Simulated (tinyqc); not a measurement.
## Barrier from its over-barrier resonances

Question. A flat barrier of width d = 0.8 nm between equal leads transmits fully where k d = n pi, that is at E_n = U + C (n pi/d)^2/m, C = hbar^2/(2 m0), whatever the lead mass. Find m and U.

Constants: q = 1.602176634e-19 C, hbar = 1.054571817e-34 J s, m0 = 9.1093837015e-31 kg, hbar^2/(2 m0) = 0.0380998212 eV nm^2. Results are converted to the units shown.

energies of resonances n = 1 and 2 (eV): [5.1169809, 16.867923]

Answer. The spacing is 3 C (pi/d)^2/m, which gives m; either energy then gives U.

m = 0.150 m0
U = 1.20 eV

Computed by the program tinyqc: `OMP_NUM_THREADS=1 python tinyqc.py 2560108 2560109 out.jsonl`, one thread of a shared Intel Xeon 2.30GHz, about 0.01 s for the whole run.
